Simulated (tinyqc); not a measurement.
Resistance of a tapered via with liner, size effect and interface: one step of the calculation.

A round via whose diameter grows from db at the bottom as D(z) = db + 2 z/tan(ang). The fill, of diameter D - 2 tl, starts above the bottom liner (thickness fb tl) and has rho = rho0 (1 + ks lam/(D - 2 tl)); the sidewall liner conducts in parallel with it. The bottom liner and the interface are crossed over the full area pi db^2/4. Spreading in the lines above and below is left out.

Problem. Total resistance. R_fill = sum of the slices; R_bottom = rl fb tl/(pi db^2/4); R_interface = ri/(pi db^2/4); ballistic (Sharvin) limit 1/(Sb pi (db - 2 tl)^2/4); ideal cylinder rho0 hv/(pi db^2/4).

Parameters, values chosen for the exercise; fill metal close to tungsten: diameter at the bottom db = 38 nm; height hv = 150 nm; bulk resistivity of the fill rho0 = 5.16 uohm cm; liner on the sidewall tl = 3.3 nm; liner at the bottom over that on the sidewall fb = 0.5; resistivity of the liner rl = 390 uohm cm; interface resistivity at the bottom ri = 3.2e-12 ohm cm^2; ballistic conductance per area, about 3/(4 rho0 lam) Sb = 9.1e14 S/m^2.

slice resistance, slice 0 to 7 (ohm): [1.6729758, 1.4639754, 1.2912724, 1.1470104, 1.0253325, 0.92180386, 0.83301921, 0.75633048]

Wanted: parts; R; shares; ballistic limit; ideal cylinder.

Solution.

parts (ohm): fill 9.112, bottom liner 5.674, interface 0.2822
R = 15.07 ohm
shares (%): fill 60.47, bottom liner 37.66, interface 1.87
ballistic limit = 1.419 ohm
ideal cylinder = 6.825 ohm

The fill is the largest part, and R is 2.21 times the ideal cylinder. With 2000 slices R = 15.076 ohm.

Numbers from tinyqc (`OMP_NUM_THREADS=1 python tinyqc.py 2750139 2750140 out.jsonl`; about 0.01 s on one thread of a shared Intel Xeon 2.30GHz).
